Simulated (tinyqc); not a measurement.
## Metal-interlayer-semiconductor contact, depinning against tunnelling resistance: contact resistivity against the interlayer thickness

Zero bias, n-type semiconductor. Gap states at the semiconductor surface thin out as exp(-be ti), which unpins the barrier; electrons must then cross the interlayer (a rectangular barrier, no voltage drop across it) and the parabolic depleted layer, both by WKB. Energies E are counted from the Fermi level; no image force, parabolic bands.

S = 1/(1 + (1/S0 - 1) exp(-be ti)); phiB = S (phiM - chi) + (1 - S)(Eg - E0); xi = Ec - EF deep inside, from Nd = Nc F(-xi/Vt), F(x) = (2/sqrt(pi)) int_0^infinity sqrt(u) du/(1 + exp(u - x)); band bending U = phiB - xi; E00 = (hbar/2) sqrt(Nd/(eps0 eps_r mt m0)) in volts; A = 4 pi q mA m0 kB^2/h^3. With U = phiB - xi: for xi < E < phiB, y = (E - xi)/U and G1 = (U/E00) [sqrt(1 - y) - y ln((1 + sqrt(1 - y))/sqrt(y))], G1 = 0 above phiB; G2 = 2 ti sqrt(mi max(phiB + dE - E, 0)/C), C = hbar^2/(2 m0); f = 1/(1 + exp(E/Vt)); 1/rho_c = (A T^2/Vt^2) times the integral of exp(-G1 - G2) f over E from xi upwards. Shares under 0.001 % are printed as 0; rows without band bending are left out.

Values chosen for this exercise; semiconductor values close to those of silicon; interlayer mass of the order of that in silicon nitride, offset chosen freely:
- T = 250 K (temperature)
- Eg = 1.14 eV (band gap)
- eps_r = 11.6 (relative permittivity)
- chi = 4 eV (electron affinity)
- Nc = 2.13e19 cm^-3 (conduction-band density of states at T)
- mt = 0.193 m0 (tunnelling mass in the semiconductor)
- mA = 2.09 m0 (Richardson mass)
- Nd = 1.4e18 cm^-3 (donor density)
- E0 = 0.35 eV (charge-neutrality level above the valence band)
- S0 = 0.27 (pinning factor without interlayer)
- phiM = 4.48 eV (metal work function)
- dE = 2.1 eV (conduction-band offset of the interlayer above the semiconductor)
- mi = 0.44 m0 (tunnelling mass in the interlayer)
- be = 4.8 1/nm (decay constant of gap states through the interlayer)

Constants: q = 1.602176634e-19 C, kB = 1.380649e-23 J/K, eps0 = 8.8541878128e-12 F/m, hbar = 1.054571817e-34 J s, h = 6.62607015e-34 J s, m0 = 9.1093837015e-31 kg, Vt = kB T/q, hbar^2/(2 m0) = 0.0380998212 eV nm^2. Results are converted to the units shown.

The same in every row: E00/Vt = 0.682.

Contact resistivity against the interlayer thickness:
```
ti (nm),S,phiB (eV),rho_c (ohm cm^2),rho_c with G2 = 0 (ohm cm^2),peak of the integrand (eV),share above phiB (%)
0,0.270,0.706,477,477,0.479,0.201
0.4,0.716,0.568,123,2.03,0.394,0.631
0.8,0.945,0.497,437,0.125,0.352,1.20
1.2,0.992,0.483,1.44e4,0.0714,0.347,1.53
1.6,0.999,0.480,7.66e5,0.0654,0.350,1.80
2,1.00,0.480,4.38e7,0.0646,0.354,2.08
2.4,1.00,0.480,2.53e9,0.0645,0.358,2.39
2.8,1.00,0.480,1.45e11,0.0645,0.362,2.74
3.2,1.00,0.480,8.34e12,0.0645,0.367,3.14
```

As ti goes from 0 to 3.2, phiB falls from 0.706 to 0.480 eV and rho_c goes from 477 through a minimum of 123 (at ti = 0.4 among the rows listed) to 8.34e12 ohm cm^2. At ti = 0.4 nm rho_c is 3.88 times lower than without interlayer: up to there the falling barrier gains more than tunnelling through the layer costs, beyond it the layer dominates. The ratio of rho_c to its value with G2 = 0 runs from 1.00 to 1.29e14.

tinyqc, about 0.04 s, one thread, Intel Xeon 2.30GHz (shared host): `OMP_NUM_THREADS=1 python tinyqc.py 2270167 2270168 out.jsonl`
